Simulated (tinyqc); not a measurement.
Pariser-Parr-Pople SCF with singles CI, for the molecule C=C1C=CC=C(N)C=C1 (SMILES; centres numbered as the heavy atoms are written), step by step. One step of it, computed by the program tinyqc.

Question. Iteration 1: orbitals and new P. Diagonalise F (the basis is taken as orthonormal) and form P = 2 sum c c over the lowest orbitals; 0.5 of the old P is kept.

F (eV), lower triangle:
```
           1C         2C         3C         4C         5C         6C          7N         8C
1C  -4.036147
2C  -5.164018  -3.247359
3C   0.757944  -4.260316  -4.210987
4C   0.437284  -0.059508  -4.908239  -4.240560
5C  -0.471266   0.310922   0.472292  -4.863785  -6.540234
6C  -0.141456   0.130941   0.335832  -0.060270  -4.324089  -8.043847
7N   0.078017  -0.134447  -0.491302   0.438710   0.819117  -5.201559  -12.064243
8C   0.564887  -0.063765   0.314939   0.171117  -0.237548  -4.023764    0.174239  -6.638427
9C   0.179376  -3.996492  -0.261326   0.167158   0.339354  -0.065117    0.577617  -5.492566

           9C
9C  -4.903149
```

pi electrons, sum of z_r less the charge = 10

P at the start, lower triangle:
```
           1C         2C         3C         4C         5C        6C         7N        8C
1C   1.338792
2C   0.734521   0.987097
3C  -0.284402   0.495233   1.192011
4C  -0.239288   0.023431   0.666611   0.982644
5C   0.307833  -0.146883  -0.185936   0.654843   1.192312
6C   0.092405  -0.061865  -0.158650   0.023731   0.512119  0.986382
7N  -0.064645   0.086605   0.316459  -0.235299  -0.294217  0.715277   1.367063
8C  -0.309110   0.025112  -0.148795  -0.080843   0.093554  0.432633  -0.062571  0.977116
9C  -0.067293   0.425411   0.102918  -0.078973  -0.160330  0.025644  -0.309797  0.821452

          9C
9C  0.976583
```

Give: orbital energies; P after iteration 1.

Answer.

orbital energies (eV): -16.8409  -13.1388  -11.7878  -10.6395  -6.9790  -1.9610  -0.1490  2.6061  4.9649

P after iteration 1, lower triangle:
```
         1C       2C       3C       4C       5C      6C       7N      8C
1C   1.2699
2C   0.7696   0.9748
3C  -0.2483   0.4549   1.1197
4C  -0.2686   0.0373   0.7129   0.9623
5C   0.2661  -0.1106  -0.1306   0.6054   1.1869
6C   0.1197  -0.0668  -0.2251   0.0218   0.5795  1.0011
7N  -0.0708   0.0747   0.2844  -0.1644  -0.3184  0.6262   1.5254
8C  -0.3131   0.0057  -0.1135  -0.0840   0.0439  0.4274  -0.0958  1.0471
9C  -0.0345   0.4139   0.1564  -0.0677  -0.2035  0.0380  -0.2384  0.8221

        9C
9C  0.9129
```
